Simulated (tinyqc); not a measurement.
Valley splitting in a one-orbital chain of atomic planes (second-neighbour model): one step. The bulk band. Three cases, with inputs chosen for the exercise.

Problem. E at phi = j pi/10.

Each (001) plane carries one orbital with energy e0, hopping v to the next plane and u to the second: E(phi) = e0 + 2 v cos(phi) + 2 u cos(2 phi), where phi = pi - k a/4 (the sign of every second orbital is chosen so that v > 0, which shifts the phase by pi). The minimum lies at cos(phi0) = -v/(4u), phi0 = pi - (pi/2) k0 for a valley at k0 (2 pi/a), and e0 puts it at zero. A slab of N planes has hard walls: the matrix simply ends.

Case 1.

u = 0.5731945 eV
v = 0.6292822 eV
e0 = 1.3191035 eV

Case 2.

u = 0.6468421 eV
v = 0.7724358 eV
e0 = 1.5242881 eV

Case 3.

u = 0.5680672 eV
v = 0.5512506 eV
e0 = 1.2698673 eV

Give: Band.

Solution.

Case 1.

Band:

| phi/pi | E (eV) |
|---|---|
| 0.0 | 3.7241 |
| 0.1 | 3.4435 |
| 0.2 | 2.6916 |
| 0.3 | 1.7046 |
| 0.4 | 0.7806 |
| 0.5 | 0.1727 |
| 0.6 | 0.0027 |
| 0.7 | 0.2251 |
| 0.8 | 0.6552 |
| 0.9 | 1.0496 |
| 1.0 | 1.2069 |

Case 2.

Band:

| phi/pi | E (eV) |
|---|---|
| 0.0 | 4.3628 |
| 0.1 | 4.0402 |
| 0.2 | 3.1739 |
| 0.3 | 2.0326 |
| 0.4 | 0.9551 |
| 0.5 | 0.2306 |
| 0.6 | 0.0003 |
| 0.7 | 0.2165 |
| 0.8 | 0.6742 |
| 0.9 | 1.1016 |
| 1.0 | 1.2731 |

Case 3.

Band:

| phi/pi | E (eV) |
|---|---|
| 0.0 | 3.5085 |
| 0.1 | 3.2376 |
| 0.2 | 2.5129 |
| 0.3 | 1.5668 |
| 0.4 | 0.6914 |
| 0.5 | 0.1337 |
| 0.6 | 0.0100 |
| 0.7 | 0.2707 |
| 0.8 | 0.7290 |
| 0.9 | 1.1405 |
| 1.0 | 1.3035 |

Computed by tinyqc, one run a case: `OMP_NUM_THREADS=1 python tinyqc.py N N+1 out.jsonl` with N = 1481276, 1481278, 1482317; one thread of a shared Intel(R) Xeon(R) Processor @ 2.30GHz, about 0.02 s a run at most.
